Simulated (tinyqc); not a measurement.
Periodic multilayer mirror for extreme ultraviolet light: one step. Coefficients of one period. Four cases, with inputs chosen for the exercise.

Task: Form q, the three interface coefficients and the two phase factors.

s polarisation, vacuum above. q_j = sqrt(N_j^2 - sin^2 theta); interface r_jk = (q_j - q_k)/(q_j + q_k) exp(-2 (2 pi/lam)^2 q_j q_k sg^2) (Nevot-Croce; sg = 0 if not given); phase factor of a layer x_j = exp(4 pi i q_j d_j/lam). Each period has the spacer (thickness (1 - Gm) L) on top of the absorber (Gm L). In this recursion R is the amplitude; R in tables and results is the reflectance, its squared modulus. The substrate is of the spacer material. Starting with R = 0 in it, each interface upward gives R -> (r + R x)/(1 + r R x), x that of the layer below the interface (1 for the substrate).

Case 1.

Values chosen (optical constants near those of Mo and Si at 13.5 nm; the results hold for these values, not for the real material): lam = 13.5 nm (wavelength); dA = (0.0736, 0.0068) (delta and beta of the absorber, N = 1 - delta + i beta); dS = (0.001, 0.0019) (delta and beta of the spacer and the substrate); L = 6.94 nm (period); Gm = 0.45 (absorber share of the period); theta = 6 degrees (angle from the normal); sg = 0.3 nm (interface roughness).

Case 2.

Values chosen (optical constants near those of Mo and Si at 13.5 nm; the results hold for these values, not for the real material): lam = 13.5 nm (wavelength); dA = (0.0794, 0.0068) (delta and beta of the absorber, N = 1 - delta + i beta); dS = (0.001, 0.00174) (delta and beta of the spacer and the substrate); L = 7.01 nm (period); Gm = 0.46 (absorber share of the period); theta = 0 degrees (angle from the normal); sg = 0.5 nm (interface roughness).

Case 3.

Values chosen (optical constants near those of Mo and Si at 13.5 nm; the results hold for these values, not for the real material): lam = 13.5 nm (wavelength); dA = (0.0763, 0.00633) (delta and beta of the absorber, N = 1 - delta + i beta); dS = (0.0009, 0.00171) (delta and beta of the spacer and the substrate); L = 6.96 nm (period); Gm = 0.33 (absorber share of the period); theta = 6 degrees (angle from the normal); sg = 0.2 nm (interface roughness).

Case 4.

Values chosen (optical constants near those of Mo and Si at 13.5 nm; the results hold for these values, not for the real material): lam = 13.5 nm (wavelength); dA = (0.0765, 0.00604) (delta and beta of the absorber, N = 1 - delta + i beta); dS = (0.0011, 0.00182) (delta and beta of the spacer and the substrate); L = 7.14 nm (period); Gm = 0.38 (absorber share of the period); theta = 12 degrees (angle from the normal); sg = 0.5 nm (interface roughness).

Give: q; r; x.

Result:

Case 1.

q: spacer 0.99352+0.00191i, absorber 0.92048+0.00684i

r: vacuum/spacer 0.00049-0.00093i, spacer/absorber 0.03681-0.00267i, absorber/spacer -0.03681+0.00267i

x: spacer -0.91926-0.37614i, absorber -0.87590+0.44023i

One interface reflects only 0.00136. The round-trip phase of a period is -4.4 degrees from a full turn and its amplitude 0.9737.

Case 2.

q: spacer 0.99900+0.00174i, absorber 0.92060+0.00680i

r: vacuum/spacer 0.00045-0.00078i, spacer/absorber 0.03696-0.00258i, absorber/spacer -0.03696+0.00258i

x: spacer -0.92354-0.36726i, absorber -0.91051+0.36190i

One interface reflects only 0.00137. The round-trip phase of a period is 0.0 degrees from a full turn and its amplitude 0.9738.

Case 3.

q: spacer 0.99362+0.00172i, absorber 0.91777+0.00637i

r: vacuum/spacer 0.00045-0.00085i, spacer/absorber 0.03905-0.00257i, absorber/spacer -0.03905+0.00257i

x: spacer -0.38597-0.91445i, absorber -0.37628+0.91189i

One interface reflects only 0.00153. The round-trip phase of a period is -0.5 degrees from a full turn and its amplitude 0.9791.

Case 4.

q: spacer 0.97702+0.00186i, absorber 0.89979+0.00620i

r: vacuum/spacer 0.00052-0.00086i, spacer/absorber 0.03740-0.00229i, absorber/spacer -0.03740+0.00229i

x: spacer -0.62893-0.76761i, absorber -0.63548+0.75189i

One interface reflects only 0.00140. The round-trip phase of a period is +0.9 degrees from a full turn and its amplitude 0.9769.

Computed by tinyqc, one run a case: `OMP_NUM_THREADS=1 python tinyqc.py N N+1 out.jsonl` with N = 1680146, 1680478, 1680569, 1680573; one thread of a shared Intel(R) Xeon(R) Processor @ 2.30GHz, about 0.01 s a run at most.
